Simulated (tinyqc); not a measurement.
# Trap density from the barrier height

Problem. In a partly depleted grain with all boundary traps filled, 2 N W = Qt and VB = q N W^2/(2 eps0 eps_r). Find Qt, W and the doping at which VB would equal Vt.

Inputs (values chosen for the exercise):
- T = 300 K (temperature)
- eps_r = 11.7 (relative permittivity)

Constants: q = 1.602176634e-19 C, kB = 1.380649e-23 J/K, Vt = kB T/q, eps0 = 8.8541878128e-14 F/cm where lengths are in cm. Results are converted to the units shown.

doping = 2.8e17 cm^-3
barrier height = 0.19953801 V

Answer. Eliminating W gives VB = q Qt^2/(8 eps0 eps_r N), which falls as 1/N.

Qt = 1.700e12 cm^-2
W = 30.36 nm
doping for VB = Vt = 2.161e18 cm^-3

Numbers from tinyqc (`OMP_NUM_THREADS=1 python tinyqc.py 2830079 2830080 out.jsonl`; about 0.01 s on one thread of a shared Intel Xeon 2.30GHz).
